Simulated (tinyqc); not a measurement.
Ion-assisted plasma etching: sheath, surface coverage, synergy and aspect-ratio dependence: one step, computed by the program tinyqc.

Radicals adsorb on bare sites; ions remove covered sites with a high yield and bare sites by sputtering; a slow spontaneous reaction acts everywhere, walls included.

Question. Rate at the floor of the feature. Transmission of a long trench, rough form: K = (1 + ln(1 + A))/(1 + A + ln(1 + A)), walls that scatter diffusely without loss. With a loss probability S = s (1 - theta) at the floor, G_b/G_n = K/(K + S - K S); theta follows G_b, and the two are solved together. Ions are taken to reach the floor unshadowed; G_b replaces G_n in every term of the rate; A is depth over width. Steady coverage: s G_n (1 - theta) = x Y G_i theta; removal flux = Y G_i theta + Y_p G_i (1 - theta) + k_c G_n; rate = flux/N, 1 cm/s = 6e8 nm/min.

Inputs (values chosen for the exercise, close to those used for silicon in a halogen plasma):
```
quantity                               value    unit
gas temperature T_g                      500       K
sticking coefficient s                  0.26       -
radicals per removed unit x                4       -
spontaneous reaction probability k_c  0.0003       -
solid density N                        5e+22  1/cm^3
aspect ratio A                            34       -
```

Feature: long trench.

yield Y = 1.072162

sputter yield Y_p = 0.05897200

ion flux G_i = 2.130583e+15 1/(cm^2 s)

radical flux G_n = 1.273196e+18 1/(cm^2 s)

vertical rate = 31.29964 nm/min

Give: transmission K; G_b/G_n; coverage at the floor; rate at the floor; floor rate over open-field rate.

Answer.

transmission K = 0.1182

G_b/G_n = 0.9480

coverage at the floor = 0.9717

rate at the floor = 31.02 nm/min

floor rate over open-field rate = 0.9912

The lag is 0.88 %. Caution: at this aspect ratio many ions strike the walls, so ion shadowing, left out here, adds to the lag. Caution: the trench transmission is an interpolation between the limits 1 and ln(A)/A, good to tens of per cent.
